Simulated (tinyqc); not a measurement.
Telling the models apart: thermal, flicker and telegraph noise of a field-effect transistor. Computed by tinyqc, a small Python program. Command: `OMP_NUM_THREADS=1 python tinyqc.py 3011003 3011004 out.jsonl noise walk`. One thread of a shared host (Intel(R) Xeon(R) Processor @ 2.30GHz), about 0.01 s of CPU time with the checks.

Strong inversion, threshold roll-off and channel-length modulation left out; noise sources are uncorrelated and are given as one-sided spectral densities.

Inputs (values chosen for the exercise, modelled on a silicon n-channel):
```
quantity                                   value         unit
width W                                      8.8   micrometre
length L                                     230           nm
electrical oxide thickness t                 4.9           nm
mobility mu                                   91   cm^2/(V s)
saturation velocity v_s                     0.95     1e7 cm/s
oxide trap density N_t                   1.4e+18  1/(eV cm^3)
oxide barrier phi                            2.9           eV
oxide mass m_ox                             0.41          m_0
Coulomb scattering coefficient alpha_sc     9500        V s/C
frequency f                                20000           Hz
temperature T                                300            K
```

Operating region: saturation. Flicker model: number with correlated mobility.

Constants: eps_0 = 8.8541878128e-12 F/m; hbar = 1.054571817e-34 J s; m_0 = 9.1093837015e-31 kg; e = 1.602176634e-19 C; k_B = 8.617333262e-05 eV/K.

Method. C_ox = 3.9 eps_0/t; V_c = 2 v_s L/mu; I = W C_ox v_s V_ov^2/(V_ov + V_c); g_m = W C_ox v_s V_ov (V_ov + 2 V_c)/(V_ov + V_c)^2; g_d0 = mu C_ox (W/L) V_ov. Tunnelling length lambda = hbar/(2 sqrt(2 m_ox phi)); flat-band noise S_Vfb = e^2 k_B T lambda N_t/(W L C_ox^2 f). S_I = g_m^2 S_Vfb (1 + alpha_sc mu C_ox I/g_m)^2.

Against the overdrive:
```
V_ov (V)  I (microampere)  (g_m/I)^2 (1/V^2)  S_I/I^2 (1/Hz)  S_I/g_m^2 (V^2/Hz)
0.20                 47.1             96.042      4.4818e-12          4.6665e-14
0.25                 72.9             60.872      2.9264e-12          4.8075e-14
0.32                117.8             36.660      1.8369e-12          5.0105e-14
0.40                181.2             23.115      1.2137e-12          5.2510e-14
0.50                277.8             14.527      8.0831e-13          5.5643e-14
0.63                430.5              8.943      5.3598e-13          5.9932e-14
0.80                673.0              5.389      3.5527e-13          6.5921e-14
1.00               1015.4              3.340      2.4563e-13          7.3534e-14
```

S_I/I^2 falls as V_ov^-1.91 at first and V_ov^-1.65 at the end; (g_m/I)^2 as V_ov^-2.04 and V_ov^-2.14. The input-referred noise rises by a factor 1.58, because trapped charge also scatters, and that term grows with I/g_m.
